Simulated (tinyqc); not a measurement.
Empirical pseudopotential in a few plane waves, step by step. One step of it, computed by the program tinyqc.

Question. Bloch Hamiltonian at G. Basis: the 15 shortest G (labels in 2 pi/a), the same at every k. H(G,G') = c |k + G|^2 delta + VS(|G-G'|^2) cos((G-G').tau) + i VA sin((G-G').tau), tau = a/8 (1,1,1); 1 Ry = 13.605693 eV.

Parameters chosen for this model: fcc lattice, atoms at +/- a/8 (1,1,1); form factors in rydberg at |G|^2 in units of (2 pi/a)^2:
```
parameter                 value      unit
a                      6.040000  angstrom
VS(3)                 -0.233000        Ry
VS(8)                  0.027000        Ry
VS(11)                 0.064000        Ry
VA(3)                  0.100000        Ry
VA(4)                  0.052000        Ry
VA(11)                 0.019000        Ry
hbar^2/2m (2 pi/a)^2   4.122957        eV
```

k point G (2 pi / a): 0  0  0

Give: H(k) at G.

Answer.

H(k) at G (eV):
```
                 +0+0+0           -1-1-1           -1-1+1           -1+1-1
+0+0+0           0.0000   2.2416+0.9621i  -2.2416+0.9621i  -2.2416+0.9621i
-1-1-1   2.2416-0.9621i          12.3689   0.0000-0.7075i   0.0000-0.7075i
-1-1+1  -2.2416-0.9621i   0.0000+0.7075i          12.3689           0.3674
-1+1-1  -2.2416-0.9621i   0.0000+0.7075i           0.3674          12.3689
-1+1+1  -2.2416+0.9621i          -0.3674   0.0000+0.7075i   0.0000+0.7075i
+1-1-1  -2.2416-0.9621i   0.0000+0.7075i           0.3674           0.3674
+1-1+1  -2.2416+0.9621i          -0.3674   0.0000+0.7075i           0.0000
+1+1-1  -2.2416+0.9621i          -0.3674           0.0000   0.0000+0.7075i
+1+1+1   2.2416+0.9621i           0.0000          -0.3674          -0.3674
-2+0+0   0.0000-0.7075i  -2.2416+0.9621i  -2.2416-0.9621i  -2.2416-0.9621i
+0-2+0   0.0000-0.7075i  -2.2416+0.9621i  -2.2416-0.9621i   0.6157-0.1828i
+0+0-2   0.0000-0.7075i  -2.2416+0.9621i   0.6157-0.1828i  -2.2416-0.9621i
+0+0+2   0.0000+0.7075i  -0.6157-0.1828i   2.2416+0.9621i  -0.6157+0.1828i
+0+2+0   0.0000+0.7075i  -0.6157-0.1828i  -0.6157+0.1828i   2.2416+0.9621i
+2+0+0   0.0000+0.7075i  -0.6157-0.1828i  -0.6157+0.1828i  -0.6157+0.1828i

                 -1+1+1           +1-1-1           +1-1+1           +1+1-1
+0+0+0  -2.2416-0.9621i  -2.2416+0.9621i  -2.2416-0.9621i  -2.2416-0.9621i
-1-1-1          -0.3674   0.0000-0.7075i          -0.3674          -0.3674
-1-1+1   0.0000-0.7075i           0.3674   0.0000-0.7075i           0.0000
-1+1-1   0.0000-0.7075i           0.3674           0.0000   0.0000-0.7075i
-1+1+1          12.3689           0.0000           0.3674           0.3674
+1-1-1           0.0000          12.3689   0.0000-0.7075i   0.0000-0.7075i
+1-1+1           0.3674   0.0000+0.7075i          12.3689           0.3674
+1+1-1           0.3674   0.0000+0.7075i           0.3674          12.3689
+1+1+1   0.0000+0.7075i          -0.3674   0.0000+0.7075i   0.0000+0.7075i
-2+0+0   2.2416-0.9621i   0.6157-0.1828i  -0.6157-0.1828i  -0.6157-0.1828i
+0-2+0  -0.6157-0.1828i  -2.2416-0.9621i   2.2416-0.9621i  -0.6157-0.1828i
+0+0-2  -0.6157-0.1828i  -2.2416-0.9621i  -0.6157-0.1828i   2.2416-0.9621i
+0+0+2  -2.2416+0.9621i  -0.6157+0.1828i  -2.2416+0.9621i   0.6157+0.1828i
+0+2+0  -2.2416+0.9621i  -0.6157+0.1828i   0.6157+0.1828i  -2.2416+0.9621i
+2+0+0   0.6157+0.1828i   2.2416+0.9621i  -2.2416+0.9621i  -2.2416+0.9621i

                 +1+1+1           -2+0+0           +0-2+0           +0+0-2
+0+0+0   2.2416-0.9621i   0.0000+0.7075i   0.0000+0.7075i   0.0000+0.7075i
-1-1-1           0.0000  -2.2416-0.9621i  -2.2416-0.9621i  -2.2416-0.9621i
-1-1+1          -0.3674  -2.2416+0.9621i  -2.2416+0.9621i   0.6157+0.1828i
-1+1-1          -0.3674  -2.2416+0.9621i   0.6157+0.1828i  -2.2416+0.9621i
-1+1+1   0.0000-0.7075i   2.2416+0.9621i  -0.6157+0.1828i  -0.6157+0.1828i
+1-1-1          -0.3674   0.6157+0.1828i  -2.2416+0.9621i  -2.2416+0.9621i
+1-1+1   0.0000-0.7075i  -0.6157+0.1828i   2.2416+0.9621i  -0.6157+0.1828i
+1+1-1   0.0000-0.7075i  -0.6157+0.1828i  -0.6157+0.1828i   2.2416+0.9621i
+1+1+1          12.3689  -0.6157-0.1828i  -0.6157-0.1828i  -0.6157-0.1828i
-2+0+0  -0.6157+0.1828i          16.4918           0.3674           0.3674
+0-2+0  -0.6157+0.1828i           0.3674          16.4918           0.3674
+0+0-2  -0.6157+0.1828i           0.3674           0.3674          16.4918
+0+0+2  -2.2416-0.9621i          -0.3674          -0.3674           0.0000
+0+2+0  -2.2416-0.9621i          -0.3674           0.0000          -0.3674
+2+0+0  -2.2416-0.9621i           0.0000          -0.3674          -0.3674

                 +0+0+2           +0+2+0           +2+0+0
+0+0+0   0.0000-0.7075i   0.0000-0.7075i   0.0000-0.7075i
-1-1-1  -0.6157+0.1828i  -0.6157+0.1828i  -0.6157+0.1828i
-1-1+1   2.2416-0.9621i  -0.6157-0.1828i  -0.6157-0.1828i
-1+1-1  -0.6157-0.1828i   2.2416-0.9621i  -0.6157-0.1828i
-1+1+1  -2.2416-0.9621i  -2.2416-0.9621i   0.6157-0.1828i
+1-1-1  -0.6157-0.1828i  -0.6157-0.1828i   2.2416-0.9621i
+1-1+1  -2.2416-0.9621i   0.6157-0.1828i  -2.2416-0.9621i
+1+1-1   0.6157-0.1828i  -2.2416-0.9621i  -2.2416-0.9621i
+1+1+1  -2.2416+0.9621i  -2.2416+0.9621i  -2.2416+0.9621i
-2+0+0          -0.3674          -0.3674           0.0000
+0-2+0          -0.3674           0.0000          -0.3674
+0+0-2           0.0000          -0.3674          -0.3674
+0+0+2          16.4918           0.3674           0.3674
+0+2+0           0.3674          16.4918           0.3674
+2+0+0           0.3674           0.3674          16.4918
```
